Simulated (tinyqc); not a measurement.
What each change does: thin (001) film in sp3s* tight binding with raised dangling bonds.

Planes alternate anion (a), cation (c) along [001], a/4 apart, starting with an anion; zero in-plane momentum; levels counted from the bulk Ev, the lower root of [[Epa, Vxx], [Vxx, Epc]]; no spin-orbit coupling. Block of s, pz, s*: from an anion to the cation above, Vss/2 (s,s), Vsapc/2 (s,z), -Vscpa/2 (z,s), Vxx/2 (z,z), Vxapc/2 (s*,z), -Vpaxc/2 (z,s*); to the cation below the same with the s-z and s*-z signs reversed. Block of u = (px + py)/sqrt2 and v = (px - py)/sqrt2: to the cation above (Vxx + Vxy)/2 for u and (Vxx - Vxy)/2 for v, to the cation below the reverse. Each surface atom has two dangling sp3 hybrids; raising both by dl adds (dl/2) [[1, t], [t, 1]] to its s, pz levels (t = -1 at the bottom face, +1 at the top) and dl to the one of u, v in whose plane the missing bonds lie (v for a bottom anion or a top cation, u for a top anion).

Parameters, chosen for this exercise (out of a larger set: near a published set for Si, fitted to gaps, whose masses and valley positions are rough; not measured data):
- p = (-4.22, 1.699, -4.22, 1.699, 6.628, 6.628, -8.287, 1.731, 4.568, 5.787, 5.787, 5.434, 5.434) eV (order Esa, Epa, Esc, Epc, Exa, Exc, Vss, Vxx, Vxy, Vsapc, Vscpa, Vxapc, Vpaxc)
- Nw = 25 (planes in the thicker film)
- dp = 30 eV (value of dl for the passivated films)

edges (eV): Gamma 3.46200, Delta 1.15997

A film of Nw planes with shift dp: highest level below mid-gap (half the lower bulk edge) and the two lowest above.

Results for these values:
```
case,Ev1 (eV),Ec1 (eV),Ec2 (eV)
base,-0.0662,1.1991,1.2031
```

What happens to each result for Nw = 26, all else kept?

Answer: Ev1 rises from -0.0662 to -0.0571; Ec1 falls from 1.1991 to 1.1974; Ec2 falls from 1.2031 to 1.1987.

The same for each parameter in turn:
```
case,Ev1 (eV),Ec1 (eV),Ec2 (eV)
base,-0.0662,1.1991,1.2031
Nw = 26,-0.0571,1.1974,1.1987
dp = 15 eV,-0.0668,1.1990,1.2029
```

An odd change of Nw also changes which atoms end the film, so levels need not move as thickness alone would move them; the row for dp shows how far the passivation is from converged.

(tinyqc, `OMP_NUM_THREADS=1 python tinyqc.py 1450155 1450156 out.jsonl`, Intel(R) Xeon(R) Processor @ 2.30GHz, 1 thread, shared host, about 0.3 s.)
